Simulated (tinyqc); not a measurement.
From results back to parameters: trap in a gate oxide as a short-range spherical well. Three cases, with inputs chosen for the exercise.

Problem. In strong inversion a gate step dV falls across the oxide, so a trap at depth x moves by -e dV x/tox against EF and d ln(tau_c/tau_e)/dV = -x/(tox kB T/e). The slope was computed from a hidden depth.

Constants: kB = 8.617333262e-05 eV/K.

Case 1.

Values chosen (out of a larger set: near those of SiO2 on 4H SiC; not measured data): tox = 33 angstrom (oxide thickness); T = 300 K (temperature).

slope = -11.7217 1/V

Case 2.

Values chosen (out of a larger set: near those of HfO2 on Si; not measured data): tox = 38 angstrom (oxide thickness); T = 200 K (temperature).

slope = -21.3767 1/V

Case 3.

Values chosen (out of a larger set: near those of SiO2 on Si; not measured data): tox = 32 angstrom (oxide thickness); T = 300 K (temperature).

slope = -12.0880 1/V

Find: x/tox; x.

Solution. x/tox = -slope kB T/e.

Case 1.

x/tox = 0.303
x = 10.0 angstrom

Case 2.

x/tox = 0.368
x = 14.0 angstrom

Case 3.

x/tox = 0.312
x = 10.0 angstrom

Computed by tinyqc, one run a case: `OMP_NUM_THREADS=1 python tinyqc.py N N+1 out.jsonl` with N = 1281581, 1281628, 1281630; one thread of a shared Intel(R) Xeon(R) Processor @ 2.30GHz, about 0.01 s a run at most.
